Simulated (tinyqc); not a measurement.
Keating valence-force model of a tetrahedral crystal: one step, computed by the program tinyqc.

Atom A sits at 0 and atom B at a/4 (1,1,1) of an fcc lattice; the four bonds from A are t = a/4 (1,1,1), a/4 (1,-1,-1), a/4 (-1,1,-1), a/4 (-1,-1,1), of length d = sqrt(3) a/4. Energy: E = (3 alpha/(8 d^2)) sum over bonds (r.r - d^2)^2 + (3 beta/(8 d^2)) sum over pairs of bonds at one atom (r_i.r_j + d^2/3)^2, with beta_A for the six pairs at A and beta_B for the six at B. The cell holds two atoms, Omega = a^3/4. 1 N/m = 1 J/m^2.

Problem. Elastic constants and internal strain. beta = (beta_A + beta_B)/2; C11 = (alpha + 3 beta)/a, C12 = (alpha - beta)/a, C44 = 4 alpha beta/(a (alpha + beta)); with the two sublattices clamped C44(0) = (alpha + beta)/a; internal-strain parameter zeta = (alpha - beta)/(alpha + beta); B = (C11 + 2 C12)/3.

Inputs (values chosen for the exercise, for a model crystal): lattice constant a = 4.504 angstrom; bond stretching alpha = 77.2 N/m; bond bending beta_A = 20.1 N/m; bond bending beta_B = 16.5 N/m.

Structure: zinc blende.

Give: C11; C12; C44; clamped C44(0); internal-strain parameter zeta; bulk modulus B.

Solution.

C11 = 293.29 GPa

C12 = 130.77 GPa

C44 = 131.38 GPa

clamped C44(0) = 212.03 GPa

internal-strain parameter zeta = 0.61675

bulk modulus B = 184.95 GPa

Letting the sublattices shift lowers C44 by 38 %, which is zeta^2. A shear is shared between bond lengths and angles. The model fixes 2 C44 (C11 + C12)/((C11 - C12)(C11 + 3 C12)) = 1.000 whatever alpha and beta are.
